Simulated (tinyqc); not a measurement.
Bandgap voltage reference from two bipolar transistors: one step of the calculation.

Two transistors of area 1 and N carry the same current I. Is(T) = Is (T/T0)^eta exp[(Vg0 q/kB)(1/T0 - 1/T)], VBE1 = Vt ln(I/Is(T)) + I rb, VBE2 = Vt ln(I/(N Is(T))) + I rb/N. The amplifier forces I R1(T) = VBE1 - VBE2 + Vos, with R(T) = R (1 + tc (T - T0)) for both resistors, and the output is Vref = VBE1 + I R2(T). Base currents and the Early effect are neglected.

Question. Operating point at the reference temperature. Vt = kB T/q; I = (Vt ln N + Vos)/(R1(T) - rb (1 - 1/N)). Evaluate at T = T0.

Values chosen for this exercise; values of the order met in silicon bipolar transistors:
- T0 = 300 K (reference temperature)
- Vg0 = 1.153 V (band-gap voltage extrapolated to 0 K)
- eta = 3.1 (temperature exponent of the saturation current)
- Is = 4.1e-18 A (saturation current of the unit transistor at T0)
- N = 24 (area ratio of the second transistor)
- R1 = 10 kohm (resistor across which the difference of VBE falls, at T0)
- tc = 0 ppm/K (temperature coefficient of both resistors)
- Vos = 0 mV (offset of the amplifier)
- rb = 15 ohm (series resistance of the unit transistor)
- R2 = 59.44 kohm (output resistor at T0)

Constants: q = 1.602176634e-19 C, kB = 1.380649e-23 J/K. Results are converted to the units shown.

Give: Vt; I; Is(T); VBE1; I R2; Vref.

Answer.

Vt = 0.025852 V
I = 8.2277 uA
Is(T) = 4.1000e-18 A
VBE1 = 0.73245 V
I R2 = 0.48906 V
Vref = 1.2215 V

tinyqc, about 0.03 s, one thread, Intel Xeon 2.30GHz (shared host): `OMP_NUM_THREADS=1 python tinyqc.py 2062009 2062010 out.jsonl`
